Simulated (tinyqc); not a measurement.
Internal photoemission over an interface barrier: one step of the calculation.

Electrons are excited from a metal over the barrier Phi(F) = P0 - sqrt(q F/(4 pi eps0 ei)), whose top lies at xm = sqrt(q/(16 pi eps0 ei F)). The yield is Y = A (hv - Phi)^p exp(-xm/l), with A = 1 here.

Problem. Barrier in the field. Lowering P0 - Phi, barrier, position of its top, scattering factor and threshold wavelength.

Values chosen for this exercise; dielectric values close to those of silicon nitride:
- P0 = 1.91 eV (barrier at zero field)
- ei = 4.31 (image-force permittivity)
- l = 4 nm (scattering length in the image well)
- F = 4 MV/cm (field in the dielectric)

Constants: q = 1.602176634e-19 C, h = 6.62607015e-34 J s, c = 299792458 m/s, eps0 = 8.8541878128e-14 F/cm where lengths are in cm. Results are converted to the units shown.

Give: lowering; Phi; xm; exp(-xm/l); threshold wavelength h c/(q Phi).

Solution.

lowering = 365.6 meV
Phi = 1.544 eV
xm = 0.4570 nm
exp(-xm/l) = 0.8920
threshold wavelength h c/(q Phi) = 802.8 nm

Numbers from tinyqc (`OMP_NUM_THREADS=1 python tinyqc.py 2410039 2410040 out.jsonl`; about 0.01 s on one thread of a shared Intel Xeon 2.30GHz).
